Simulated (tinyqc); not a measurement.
# Energy and delay of logic against supply voltage: two studies

One expression serves below and above threshold: I(Vg) = Ik [ln(1 + exp((Vg - VT + dd V)/(al nf Vt)))]^al, with I_on = I(V) and I_off = I(0). Gate delay td = kd C V/I_on, clock period LD td. Per gate and cycle the switching energy is act C V^2 and the leakage energy I_off V LD td. No short-circuit current, no variation. Minima are sought above 0.09 V; below a few Vt gates no longer switch and the model has no meaning.

Inputs (values chosen for the exercise); values of the order met in logic technologies: temperature T = 330 K; threshold voltage at zero drain bias VT = 0.39 V; slope factor nf = 1.24; barrier lowering per volt of supply dd = 0.02; specific current of a gate Ik = 2.7 uA; exponent of the current law al = 1.84; load capacitance of a gate C = 3.4 fF; delay factor kd = 0.8; logic depth LD = 12; activity factor act = 0.01.

Constants: q = 1.602176634e-19 C, kB = 1.380649e-23 J/K, Vt = kB T/q. Results are converted to the units shown.

Each table varies one quantity; the others keep the values above.

## Energy and delay against supply voltage

EDP = energy times td.

Energy and delay against supply voltage:
```
V (V)  I_on (uA)  I_off (nA)  td (ps)  switching (aJ)  leakage (aJ)  energy (aJ)  EDP (fJ ps)
0.16    0.004228     0.04639  1.029e5          0.8704         9.169        10.04         1034
0.28      0.1179     0.04965     6459           2.666         1.078        3.743        24.18
0.39       1.610     0.05285    658.8           5.171        0.1629        5.334        3.515
0.51       10.88     0.05656    127.5           8.843       0.04413        8.888        1.133
0.62       30.88     0.06020    54.62           13.07       0.02446        13.09       0.7152
0.74       64.83     0.06443    31.05           18.62       0.01777        18.64       0.5786
0.85       106.1     0.06857    21.80           24.57       0.01525        24.58       0.5358
0.97       161.5     0.07340    16.34           31.99       0.01396        32.00       0.5230
1.08       221.4     0.07811    13.27           39.66       0.01343        39.67       0.5264
1.2        296.5     0.08360    11.01           48.96       0.01325        48.97       0.5392
```

td falls from 1.03e5 to 11.0 ps; the energy goes from 10.0 through a minimum of 3.74 (at V = 0.28 V among the rows listed) to 49.0 aJ and the EDP goes from 1030 through a minimum of 0.523 (at V = 0.97 V among the rows listed) to 0.539 fJ ps. The exact minima lie at V = 0.283 V for the energy and 0.989 V for the EDP. Going from 1.2 V to the energy minimum saves a factor of 13.1 in energy and costs a factor of 553 in delay. Below the minimum the leakage energy rises faster than the switching energy falls, because the clock period grows so steeply.

## Optimum supplies against the threshold voltage at zero drain bias

Same model as above.

V_min minimises the energy and V_EDP the product of energy and td.

Optimum supplies against the threshold voltage at zero drain bias:
```
VT (V)  V_min (V)  energy at V_min (aJ)  leakage share (%)  clock at V_min (MHz)  V_EDP (V)  clock at V_EDP (GHz)
0.15       0.3250                 11.35              68.34                  1756     0.6332                 5.511
0.2        0.3090                 6.883              52.83                 899.1     0.6102                 4.260
0.25       0.2958                 5.043              40.99                 373.0     0.6637                 3.994
0.3        0.2881                 4.243              33.48                 128.9     0.7675                 4.330
0.35       0.2842                 3.883              29.29                 38.59     0.8889                 4.857
0.4        0.2823                 3.718              27.13                 10.48      1.014                 5.419
0.45       0.2814                 3.642              26.07                 2.690      1.141                 5.979
0.5        0.2810                 3.607              25.57                0.6701      1.268                 6.532
0.55       0.2808                 3.591              25.33                0.1645      1.395                 7.076
```

What does the table show?

As VT goes from 0.15 to 0.55, V_min falls from 0.325 to 0.281 V, the energy there falls from 11.3 to 3.59 aJ, the clock there falls from 1760 to 0.164 MHz and V_EDP goes from 0.633 through a minimum of 0.610 (at VT = 0.2 among the rows listed) to 1.39 V. V_min lies below VT for VT = 0.3, 0.35, 0.4, 0.45, 0.5, 0.55 V. As VT grows, I_on too becomes a subthreshold current, VT cancels more and more from the energy, and it mainly sets the clock.

Computed by the program tinyqc: `OMP_NUM_THREADS=1 python tinyqc.py 2082006 2082007 out.jsonl`, one thread of a shared Intel Xeon 2.30GHz, about 0.01 s for the whole run.
